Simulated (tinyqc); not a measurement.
# Gate voltage for a given inversion charge

Inverse problem. p-type body, charge-sheet picture, depletion and inversion only, full ionisation (an idealisation for deep acceptors), Boltzmann statistics (rough once Na exp(x - xn) passes about Nc/7). In units of Vt: xg = (Vg - Vfb)/Vt, x = psi/Vt, G = gamma/sqrt(Vt), xn = (2 phiF + Vc)/Vt. The implicit equation is (xg - x)^2 = G^2 [x - 1 + exp(x - xn)] for x above about 3. Cox = eps0 eox/tox. ni = sqrt(Nc Nv) exp(-Eg/(2 Vt)), Eg in volts; phiF = Vt ln(Na/ni); gamma = sqrt(2 q eps0 eps_r Na)/Cox. N_inv = (Cox Vt G/q) [sqrt(x - 1 + exp(x - xn)) - sqrt(x - 1)]. Find x - xn, psi and Vg.

Values chosen for this exercise; band and dielectric values close to those of silicon: temperature T = 300 K; band gap Eg = 1.14 eV; relative permittivity eps_r = 11.9; conduction-band density of states at T Nc = 2.76e19 cm^-3; valence-band density of states at T Nv = 2.66e19 cm^-3; relative permittivity of the gate insulator (close to silicon dioxide) eox = 3.9; insulator thickness tox = 4.8 nm; acceptor density Na = 8.1e16 cm^-3; flat-band voltage Vfb = -0.64 V; channel-body voltage Vc = 0.2 V.

Constants: q = 1.602176634e-19 C, kB = 1.380649e-23 J/K, Vt = kB T/q, eps0 = 8.8541878128e-14 F/cm where lengths are in cm. Results are converted to the units shown.

N_inv = 2e10 cm^-2

Answer. N_inv rises steadily with x, so it fixes x; the implicit equation then gives xg directly.

x - xn = 0.4265
psi = 1.050 V
Vg = 0.6476 V

Program tinyqc, `OMP_NUM_THREADS=1 python tinyqc.py 2122052 2122053 out.jsonl`; Intel Xeon 2.30GHz, shared host, one thread, about 0.01 s.
